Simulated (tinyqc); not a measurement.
Do the excited 1s states matter for ionisation? Model: valley-orbit splitting of a donor ground state, with strain. Computed by tinyqc, a small Python program. Command: `OMP_NUM_THREADS=1 python tinyqc.py 3024244 3024245 out.jsonl valleyorbit walk`. One thread of a shared host (Intel(R) Xeon(R) Processor @ 2.30GHz), about 0.01 s of CPU time with the checks.

The basis is the 1s envelope in each valley; energies are counted from the unstrained conduction-band edge. The strain is e_s (a a^T - 1/3) for the unit stress axis a, so valley j along n_j moves by Xi_u e_s w_j with w_j = (n_j.a)^2 - 1/3: -1/3 for x and y, +2/3 for z.

Inputs (values chosen for the exercise, modelled on donors in silicon):

| quantity | value | unit |
|---|---|---|
| single-valley binding energy E_0 | 30.1 | meV |
| central-cell shift Lambda | 3.94 | meV |
| coupling Delta_1 | 2.53 | meV |
| coupling Delta_2 | 1.85 | meV |
| shear deformation potential Xi_u | 9.01 | eV |
| donor density N_D | 3.6e+15 | cm^-3 |
| density-of-states mass of one valley m_e | 0.334 | m_0 |

Valleys: six along <100>. Stress axis: [001].

Constants: k_B = 8.617333262e-05 eV/K; m_0 = 9.1093837015e-31 kg; k_B = 1.380649e-23 J/K; h = 6.62607015e-34 J s.

Method:
- By symmetry: E(A1) = E_0 + Lambda + 4 Delta_1 + Delta_2 (one state), E(T2) = E_0 + Lambda - Delta_2 (three), E(E) = E_0 + Lambda - 2 Delta_1 + Delta_2 (two), as binding energies.
- H_jj = -(E_0 + Lambda) + Xi_u e_s w_j; H_jk = -Delta_2 between opposite valleys and -Delta_1 between perpendicular ones.
- z = sum over levels of exp(-(E - E_ground)/k_B T), the ground-state share being 1/z; N_c = 2 (2 pi m_e k_B T/h^2)^(3/2) sum_j exp(-(shift_j - lowest shift)/k_B T); n1 = N_c/(2 z) exp(-binding/k_B T), binding = lowest shift - E_ground; without compensation n = 2 N_D/(1 + sqrt(1 + 4 N_D/n1)) (Boltzmann statistics; p and higher states left out).
- No strain here. The last two columns set z = 1, with the A1 depth, or use one level at E_0 with z equal to the number of valleys.

E(A1) = 46.01 meV

Ionised share:

| T (K) | z | all 1s states | ground state alone | no splitting |
|---|---|---|---|---|
| 27 | 1.0108 | 5.2742e-04 | 5.3027e-04 | 0.00659 |
| 44 | 1.1149 | 3.2506e-02 | 3.4291e-02 | 0.10956 |
| 67 | 1.4182 | 2.7460e-01 | 3.1725e-01 | 0.45778 |
| 97 | 1.8996 | 6.9562e-01 | 7.9218e-01 | 0.80708 |
| 130 | 2.3896 | 8.9824e-01 | 9.5215e-01 | 0.93334 |
| 210 | 3.2623 | 9.8305e-01 | 9.9468e-01 | 0.98695 |
| 360 | 4.1476 | 9.9658e-01 | 9.9917e-01 | 0.99703 |

What follows from these numbers?

z grows from 1.011 to 4.15 of at most 6. Leaving out the excited states overstates the ionised share by up to 15.5 % (at 67.0 K); ignoring the splitting misses by a factor 12.5 at the lowest T and 1.00 at the highest.

Extremes, crossings and ranges named in words are read from the listed rows.
